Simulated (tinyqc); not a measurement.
Deal-Grove kinetics of thermal oxidation of silicon. Which input was changed? Computed by tinyqc, a small Python program. Command: `OMP_NUM_THREADS=1 python tinyqc.py 3022078 3022079 out.jsonl oxide which`. One thread of a shared host (Intel(R) Xeon(R) Processor @ 2.30GHz), about 1 s of CPU time with the checks.

Oxidant diffuses through the oxide and reacts at the interface, so that dx/dt = B/(A + 2x) for the oxide thickness x.

Inputs (values chosen for the exercise, close to those used for silicon):
```
quantity,value,unit
prefactor B0,443,um^2/h
activation energy E_B,0.79,eV
prefactor (B/A)0,1.43e+08,um/h
activation energy E_A,2.03,eV
temperature T,1150,C
oxidant pressure p,0.25,atm
pressure exponent m of B/A,1,-
initial oxide x_i,0.05,um
time t,3.5,h
```

Ambient: steam. Surface: (111).

Constants: k_B = 8.617333262e-05 eV/K.

Method:
- B = B0 p exp(-E_B/(k_B T)), B/A = (B/A)0 p^m exp(-E_A/(k_B T)), p in atm; A = B/(B/A).
- Temperatures in kelvin are T(C) + 273.15.
- tau = (x_i^2 + A x_i)/B and x = (A/2) [sqrt(1 + 4 B (t + tau)/A^2) - 1], the root of x^2 + A x = B (t + tau).
- Silicon consumed is 0.44 times the oxide grown; the rate is B/(A + 2x).

Question. One of these inputs alone was changed, within the range given: prefactor B0 (221.5 to 886); activation energy E_B (0.6 to 1.58); oxidant pressure p (0.125 to 0.5); time t (1.75 to 7). Which one, and to what value?

Results:
```
run,tau (h),final growth rate (um/h),length A (um)
before,0.03576712,0.1115803,0.07625349
after,0.04278363,0.1018973,0.07625349
```

Answer.

Each candidate set to reproduce tau, and what it then gives:
```
candidate,range searched,value needed,final growth rate (um/h),length A (um)
prefactor B0 (um^2/h),221.5 to 886,296.3,0.09119,0.050994
activation energy E_B (eV),0.6 to 1.58,0.8393,0.09119,0.050994
oxidant pressure p (atm),0.125 to 0.5,0.2090,0.10190,0.076253
time t (h),1.75 to 7,no effect,-,-
```

Only oxidant pressure p fits every result: it went from 0.25 to 0.209 atm. The next best candidate, activation energy E_B, misses one result by 33 %.
